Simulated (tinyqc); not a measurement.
Occupation against the Fermi level: defect-molecule model of a vacancy with Jahn-Teller distortion.

Four dangling hybrids a, b, c, d point into the vacancy: H_ii = E0, and -gm between any two. A tetragonal distortion Q pairs a with b and c with d: those two couplings become -gm - I Q and the other four -gm + I Q/2, at an elastic cost k Q^2/2. The a1 level holds two electrons; charge states 2+, + and 0 put n = 0, 1, 2 more into the lowest level of t2 origin. Energy from the 2+ state at Q = 0, with the Fermi level mu counted from Ev: W_n(Q) = n (et - 2 I Q) + k Q^2/2 + Uc n (n - 1)/2 - n mu. et = E0 + gm is the undistorted t2 level.

Constants: kB = 8.617333262e-05 eV/K.

Inputs chosen for the exercise (of the size used for the vacancy in silicon; shifted at random, so the results belong to these values and not to a real crystal):
- E0 = -0.14 eV (level of a dangling hybrid, from Ev)
- gm = 0.39 eV (coupling between two dangling hybrids)
- I = 1.05 eV/angstrom (Jahn-Teller coupling)
- k = 16.9 eV/angstrom^2 (force constant of the mode)
- Uc = 0.33 eV (repulsion of two electrons in one orbital)
- T = 200 K (temperature)
- mu1 = 0.03 eV (first Fermi level)

Weights g_n exp(-W_n/kT) with W_n = n et - n^2 E_JT + Uc n (n - 1)/2 - n mu, E_JT = 2 I^2/k, degeneracies 1, 6 (spin and three axes) and 3; mu = mu1 + 0.03 j eV.

Shares:
```
mu (eV)      2+       +       0  mean charge
0.03     0.9678  0.0322  0.0000       1.9678
0.06     0.8405  0.1595  0.0000       1.8404
0.09     0.4800  0.5192  0.0009       1.4791
0.12     0.1384  0.8536  0.0080       1.1304
0.15     0.0263  0.9244  0.0493       0.9770
0.18     0.0038  0.7640  0.2322       0.7716
0.21     0.0003  0.3658  0.6339       0.3665
0.24     0.0000  0.0919  0.9081       0.0919
0.27     0.0000  0.0174  0.9826       0.0174
```

U_eff = Uc - 2 E_JT = +0.069 eV and kT = 17.2 meV (the vacancy in silicon is known as negative-U; these values are not). The + state reaches at most 92.4 % on these rows, at mu = 0.15 eV. The mean charge goes from 1.97 to 0.02.

Run: tinyqc, `OMP_NUM_THREADS=1 python tinyqc.py 1480426 1480427 out.jsonl`; Intel(R) Xeon(R) Processor @ 2.30GHz, one thread, shared host; about 0.01 s of CPU time with all checks.
